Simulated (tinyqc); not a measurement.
## Ballistic Schottky-barrier transistor with a two-dimensional channel, WKB contacts: effect of the drain bias on the off state

Source Fermi level 0, drain Fermi level -Vd. Far from the contacts Ec = pn - psi, and the gate moves psi one to one; the band edges relax as exp(-x/lam) from pn at the source and pn - Vd at the drain; Ev = Ec - Eg. A carrier of energy w inside the channel band meets at a contact a barrier of height D (the contact edge beyond the channel edge): T = 1 for w >= D, else exp(-S), S = 4 lam sqrt(m/C) [sqrt(D - w) - sqrt(w) arctan sqrt((D - w)/w)], C = hbar^2/(2 m0). The two contacts combine as Ts Td/(Ts + Td - Ts Td).

I/W = g (2 q^2/h) int T(w) [N(Es + w) - N(Ed + w)] dw with w the energy of motion along the channel, N(y) = (1/2 pi) sqrt(pi m kB T/C) Fm(-y/kB T), Fm(x) = (1/sqrt(pi)) int_0^infinity u^(-1/2)/(1 + exp(u - x)) du. Electrons: Ds = psi, Dd = psi - Vd, Es = Ec, Ed = Ec + Vd. Holes: Ds = -psi, Dd = Vd - psi, Es = -Ev, Ed = -Ev - Vd. The size of each current is taken; both flow from drain to source and add. The integrals are converged. For each Vd, psi is set to the minimum of I.

Values chosen for this exercise; channel values close to those of a tungsten diselenide layer: temperature T = 300 K; band gap Eg = 1.4 eV; barrier for electrons at both contacts pn = 0.49 eV; electron mass mn = 0.35 m0; hole mass mp = 0.41 m0; valleys or subbands g = 2; screening length at the contacts lam = 1.6 nm.

Constants: q = 1.602176634e-19 C, kB = 1.380649e-23 J/K, hbar = 1.054571817e-34 J s, h = 6.62607015e-34 J s, m0 = 9.1093837015e-31 kg, Vt = kB T/q, hbar^2/(2 m0) = 0.0380998212 eV nm^2. Results are converted to the units shown.

Effect of the drain bias on the off state:
```
Vd (V),psi at the minimum (V),smallest I (uA/um)
0.05,-0.266,2.53e-10
0.21,-0.199,3.84e-9
0.37,-0.134,4.50e-8
0.53,-0.069,5.50e-7
0.68,-0.007,5.96e-6
0.84,0.094,4.21e-5
1,0.183,2.89e-4
```

Read the table: what changes, and by how much?

The smallest current rises from 2.53e-10 to 2.89e-4 uA/um, 5.23 decades a volt between the last two rows, and the minimum moves by 0.47 V a volt over the table: a larger Vd lets holes enter from the drain while electrons still enter from the source.

Range of the model: No scattering, image-force lowering, channel charge or band-to-band tunnelling; parabolic kappa overstates S deep in the gap.

tinyqc, about 0.5 s, one thread, Intel Xeon 2.30GHz (shared host): `OMP_NUM_THREADS=1 python tinyqc.py 2390014 2390015 out.jsonl`
